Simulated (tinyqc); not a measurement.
# Worked calculation: MOS inversion layer, Poisson-Schroedinger loop

Program tinyqc, `OMP_NUM_THREADS=1 python tinyqc.py 2160038 2160039 out.jsonl`; Intel Xeon 2.30GHz, shared host, one thread, about 0.5 s. Printed values are rounded.

Electrons confined at an insulator interface at z = 0, treated as a hard wall; parabolic valleys, Hartree approximation, no image or exchange terms. The depletion charge lies far deeper than the electrons and gives a uniform field q Nd/(eps0 eps_r); the gate balances all charge. Energies are counted from the band edge at the interface.

Inputs (values chosen for the exercise); masses and permittivity close to those of silicon (111):

| symbol | value | unit | meaning |
|---|---|---|---|
| T | 77 | K | temperature |
| eps_r | 11.6 |  | relative permittivity |
| mz1 | 0.261 | m0 | mass along z of valley set A (6 valley(s)) |
| md1 | 0.361 | m0 | in-plane density-of-states mass of set A |
| Ns | 7.9e11 | cm^-2 | sheet density of electrons |
| Nd | 1.4e11 | cm^-2 | sheet density of depletion charge |
| hz | 1.2 | nm | mesh step |
| a | 1 |  | mixing factor |

Constants: q = 1.602176634e-19 C, kB = 1.380649e-23 J/K, hbar = 1.054571817e-34 J s, m0 = 9.1093837015e-31 kg, Vt = kB T/q, eps0 = 8.8541878128e-14 F/cm where lengths are in cm, hbar^2/(2 m0) = 0.0380998212 eV nm^2. Results are converted to the units shown.

## Fixed part of the potential

z, node 1 to 19 (nm): 1.2  2.4  3.6  4.8  6  7.2  8.4  9.6  10.8  12  13.2  14.4  15.6  16.8  18  19.2  20.4  21.6  22.8

V0 = q Nd z/(eps0 eps_r) in eV.

fixed potential V0, node 1 to 19 (eV): 0.00262067  0.00524135  0.00786202  0.01048269  0.01310337  0.01572404  0.01834472  0.02096539  0.02358606  0.02620674  0.02882741  0.03144808  0.03406876  0.03668943  0.03931011  0.04193078  0.04455145  0.04717213  0.04979280

## Round 1: levels and probability densities

self-consistent potential U at the start, node 1 to 19 (eV): 0  0  0  0  0  0  0  0  0  0  0  0  0  0  0  0  0  0  0

Tridiagonal Hamiltonian with psi = 0 one step beyond both ends: H_ii = C (1/m_(i-1/2) + 1/m_(i+1/2))/hz^2 + V0_i + U_i, H_(i,i+1) = -C/(m_(i+1/2) hz^2), C = hbar^2/(2 m0). The lowest 2 level(s) are kept, normalised to hz sum |psi|^2 = 1. The mass is the same on all intervals.

levels (eV): A1 0.02065234, A2 0.03608380

```
node  |psi|^2 of A1 (1/nm)  |psi|^2 of A2 (1/nm)
1                0.0208098             0.0206831
2                0.0690915             0.0576762
3                0.1166149             0.0693970
4                0.1421590             0.0455261
5                0.1404494             0.0119725
6                0.1187381             0.0003739
7                0.0885954             0.0207954
8                0.0595068             0.0594592
9                0.0364748             0.0943183
10               0.0206078             0.1105700
11               0.0108140             0.1059697
12               0.0053017             0.0871650
13               0.0024394             0.0632238
14               0.0010565             0.0410677
15               0.0004309             0.0240469
16               0.0001647             0.0126393
17               0.0000578             0.0058161
18               0.0000174             0.0021597
19               0.0000033             0.0004737
```

## Round 1: Fermi level and occupations

Level k holds N_k = D_k Vt ln(1 + exp((EF - E_k)/Vt)) with D = 6 md1 m0 q/(pi hbar^2) per eV (spin included); EF is fixed by sum N_k = Ns.

EF = 0.006943477 eV
N_k (cm^-2): A1 7.161310e11, A2 7.386901e10

## Round 1: density, output potential and mixing

n_i = sum_k N_k |psi_k|^2 (converted to cm^-3). Hartree part by Gauss: on the interval before node i the electrons still beyond are S_i = Ns - hz sum_(j<i) n_j, and U_i = U_(i-1) + q S_i hz/(eps0 eps_r) in eV, U_0 = 0 at the interface. Mixing: U(new) = U + a (U(out) - U).

```
node  n (1e18 cm^-3)  U(out) (eV)  U after round 1 (eV)
1           0.164304   0.01478809            0.01478809
2           0.537390   0.02920710            0.02920710
3           0.886379   0.04241898            0.04241898
4           1.051674   0.05363979            0.05363979
5           1.014646   0.06249824            0.06249824
6           0.850596   0.06907749            0.06907749
7           0.649821   0.07374606            0.07374606
8           0.470068   0.07695494            0.07695494
9           0.330879   0.07910791            0.07910791
10          0.229256   0.08051763            0.08051763
11          0.155721   0.08141237            0.08141237
12          0.102355   0.08195732            0.08195732
13          0.064172   0.08227235            0.08227235
14          0.037902   0.08244322            0.08244322
15          0.020849   0.08252896            0.08252896
16          0.010516   0.08256787            0.08256787
17          0.004711   0.08258315            0.08258315
18          0.001720   0.08258786            0.08258786
19          0.000374   0.08258870            0.08258870
```

## Course of the self-consistent loop

Start from U = 0. Stop when the largest |U(out) - U| is below 1e-7 eV, or after 120 rounds.

Course of the iteration:
```
round  level A1 (eV)      EF (eV)  largest |U(out) - U| (eV)
1         0.02065234  0.006943477                     0.0826
2         0.06905850   0.05600969                     0.0377
3         0.05959558   0.04612373                     0.0189
4         0.06541601   0.05227414                     0.0133
5         0.06188290   0.04854074                    8.05e-3
6         0.06419763   0.05099657                    5.50e-3
7         0.06270471   0.04941446                    3.50e-3
8         0.06368945   0.05045957                    2.35e-3
9         0.06304572   0.04977683                    1.52e-3
...              ...          ...                        ...
24        0.06330275   0.05004970                    2.85e-6
25        0.06330196   0.05004887                    1.88e-6
26        0.06330248   0.05004942                    1.23e-6
27        0.06330214   0.05004905                    8.11e-7
28        0.06330236   0.05004929                    5.33e-7
29        0.06330221   0.05004914                    3.51e-7
30        0.06330231   0.05004924                    2.31e-7
31        0.06330225   0.05004917                    1.52e-7
32        0.06330229   0.05004922                    9.98e-8
```

Converged in 32 rounds. Towards the end the residual shrinks by a factor of about 0.66 a round.

## Converged levels, occupations and centroid

converged U, node 1 to 19 (eV): 0.01478809  0.02827138  0.03864386  0.04554302  0.04969982  0.05207063  0.05339911  0.05414935  0.05457968  0.05482798  0.05496945  0.05504757  0.05508874  0.05510922  0.05511869  0.05512269  0.05512417  0.05512460  0.05512468

Solve for the levels with V0 + U, find EF, n_i = sum_k N_k |psi_k|^2 (in cm^-3); share of each level N_k/Ns; centroid sum n z/sum n.

levels (eV): A1 0.06330229, A2 0.08612951
EF = 0.05004922 eV
shares (%): A1 96.70137, A2 3.29863
n, node 1 to 19 (in units of 1e18 cm^-3): 0.580867  1.384872  1.546246  1.220841  0.795079  0.464021  0.257420  0.142418  0.081032  0.047558  0.028205  0.016444  0.009217  0.004896  0.002438  0.001123  0.000465  0.000160  0.000033
centroid = 4.473161 nm

An 800-node mesh to 40 nm with 8 levels a set gives A1 = 0.06382 eV, EF = 0.05055 eV and a centroid of 4.561 nm; the levels kept above hold 99.6 % of the electrons there. The coarse centroid is 1.9 % below the fine one.

## Closed-form estimates

Triangular well: E_k = a_k (C F^2/mz)^(1/3), a_1 = 2.338107, a_2 = 4.087949, C = hbar^2/(2 m0), F in eV/nm. Fang-Howard (all electrons in the lowest level of set A): b^3 = 6 (mz1/C) q (Nd + 11 Ns/32)/(eps0 eps_r), centroid 3/b, level C b^2/(4 mz1) + (3/b) q (Nd + 11 Ns/16)/(eps0 eps_r). Use F = q (Nd + Ns)/(eps0 eps_r), the surface field, and F = q (Nd + Ns/2)/(eps0 eps_r).

A1 with the surface field = 0.07322899 eV
A1 with Nd + Ns/2 = 0.05065204 eV
A2 with Nd + Ns/2 = 0.08856007 eV
b = 0.6414105 1/nm
Fang-Howard centroid = 4.677192 nm
Fang-Howard level = 0.06485520 eV

Against the self-consistent A1 = 0.06382 eV on a fine mesh, the surface-field estimate is 15 % above it, the half-charge one 21 % below it and Fang-Howard 1.6 % above it. A1 holds 96.5 % of the electrons, and the Fang-Howard centroid is 2.6 % above the full one.
